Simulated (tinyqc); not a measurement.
# Programming of a floating-gate cell by Fowler-Nordheim tunnelling: several studies

Per tunnel area the floating gate has Ctun = 3.9 eps0/tox to the channel (0 V) and Ccg to the control gate, Ct = Ctun/(1 - ag), no other coupling. With the threshold shift U = -Q/Ccg the field is F = ag (Vg - U)/tox, and dU/dt = J/Ccg. Fowler-Nordheim: J = A F^2 exp(-B/F), A = q^2/(16 pi^2 hbar mo phi) (times 1e14 for A/cm^2 with F in V/nm, emitter mass m0), B = (4/3) sqrt(mo/C) phi^1.5, C = hbar^2/(2 m0).

Parameters, values chosen for the exercise; oxide values close to those of silicon dioxide:
- phi = 3.06 eV (tunnel barrier)
- mo = 0.43 m0 (tunnelling mass)
- tox = 6.8 nm (tunnel oxide thickness)
- ag = 0.64 (coupling ratio Ccg/Ct)
- Vt0 = -2.9 V (threshold shift at the start)
- Vg = 8.8 V (control-gate voltage)

Constants: q = 1.602176634e-19 C, hbar = 1.054571817e-34 J s, m0 = 9.1093837015e-31 kg, eps0 = 8.8541878128e-14 F/cm where lengths are in cm, hbar^2/(2 m0) = 0.0380998212 eV nm^2. Results are converted to the units shown.

Each table varies one quantity; the others keep the values above.

## Programming by a staircase of pulses

Pulse i = 1, 2, ... has the height 7.3 V + (i - 1) 0.4 V and lasts 19 us; each starts from the U that the last one left. Exact: exp(B/F(t)) = exp(B/F(0)) + K t, K = A B ag/(Ccg tox), and U = Vg - tox F/ag.

Programming by a staircase of pulses:

| N | last pulse (V) | U (V) | gain of the last pulse (V) | F at its end (V/nm) |
|---|---|---|---|---|
| 1 | 7.300 | -2.869 | 0.03101 | 0.9571 |
| 2 | 7.700 | -2.794 | 0.07547 | 0.9876 |
| 3 | 8.100 | -2.643 | 0.1507 | 1.011 |
| 4 | 8.500 | -2.403 | 0.2403 | 1.026 |
| 6 | 9.300 | -1.729 | 0.3593 | 1.038 |
| 8 | 10.10 | -0.9549 | 0.3923 | 1.040 |
| 11 | 11.30 | 0.2400 | 0.3994 | 1.041 |
| 14 | 12.50 | 1.440 | 0.4000 | 1.041 |
| 18 | 14.10 | 3.040 | 0.4000 | 1.041 |

Read the table: what changes, and by how much?

The gain of a pulse rises from 0.0310 to 0.400 V and settles at the step of 0.4 V: the field at the end of a pulse becomes steady, 1.04 V/nm, so U follows the gate one to one whatever it started from. It is within 5 % of the step from pulse 8 on among the rows. For N = 3, 4, 6, 8, 11, 14, 18 the field stays above 10 MV/cm, which wears the oxide.

## Effect of the coupling ratio

Same model as above.

After 0.0003 s.

Effect of the coupling ratio:

| ag | F(0) (V/nm) | F (V/nm) | J (A/cm^2) | U (V) |
|---|---|---|---|---|
| 0.42 | 0.7226 | 0.7226 | 2.381e-7 | -2.900 |
| 0.47 | 0.8087 | 0.8082 | 9.994e-6 | -2.893 |
| 0.52 | 0.8947 | 0.8868 | 1.669e-4 | -2.797 |
| 0.57 | 0.9807 | 0.9326 | 6.960e-4 | -2.326 |
| 0.63 | 1.084 | 0.9488 | 0.001118 | -1.441 |
| 0.68 | 1.170 | 0.9556 | 0.001356 | -0.7559 |
| 0.73 | 1.256 | 0.9624 | 0.001642 | -0.1646 |
| 0.78 | 1.342 | 0.9704 | 0.002053 | 0.3398 |

What does the table show?

The starting field rises from 0.723 to 1.34 V/nm and U rises from -2.90 to 0.340 V. Between the last two rows 0.01 of coupling is worth 101 mV. In 2 of the 8 rows the starting field exceeds 12 MV/cm, where the oxide would wear out or break down quickly.

## Effect of the gate voltage

Same model as above.

After 0.0003 s.

Effect of the gate voltage:

| Vg (V) | F (V/nm) | J (A/cm^2) | U (V) |
|---|---|---|---|
| 5.8 | 0.8184 | 1.480e-5 | -2.895 |
| 6.4 | 0.8719 | 1.017e-4 | -2.864 |
| 7.1 | 0.9208 | 4.876e-4 | -2.683 |
| 7.7 | 0.9414 | 9.008e-4 | -2.302 |
| 8.3 | 0.9484 | 0.001104 | -1.777 |
| 8.9 | 0.9505 | 0.001173 | -1.199 |
| 9.6 | 0.9512 | 0.001197 | -0.5065 |
| 10.2 | 0.9514 | 0.001203 | 0.09151 |
| 10.8 | 0.9515 | 0.001206 | 0.6908 |

What does the comparison show?

U rises from -2.90 to 0.691 V, by 0.051 V a volt between the first two rows and 0.999 between the last two: once K t exceeds exp(B/F(0)) the final field, 0.952 V/nm, no longer depends on Vg. In 2 of the 9 rows the starting field exceeds 12 MV/cm, where the oxide would wear out or break down quickly.

Range of the model: Programming fields of 10 MV/cm and more wear the oxide; trapping and the channel potential are ignored.

Numbers from tinyqc (`OMP_NUM_THREADS=1 python tinyqc.py 2130044 2130045 out.jsonl`; about 0.01 s on one thread of a shared Intel Xeon 2.30GHz).
